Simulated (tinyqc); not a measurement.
Inside a calculation. Method: plane-wave Kohn-Sham cycle with exchange-only LDA in a layered model solid. One step of it, computed by the program tinyqc.

Question. Iteration 1: levels at that k. Diagonalise the Hermitian matrix.

H (hartree), order -2, -1, +0, +1, +2:
$$\begin{pmatrix}
0.507388 & -0.275000 & 0.000000 & 0.000000 & 0.000000 \\
-0.275000 & -0.084789 & -0.275000 & 0.000000 & 0.000000 \\
0.000000 & -0.275000 & -0.282181 & -0.275000 & 0.000000 \\
0.000000 & 0.000000 & -0.275000 & -0.084789 & -0.275000 \\
0.000000 & 0.000000 & 0.000000 & -0.275000 & 0.507388
\end{pmatrix}$$

Give: eigenvalues.

Answer.

eigenvalues (hartree): [-0.612, -0.193, 0.110, 0.615, 0.642]
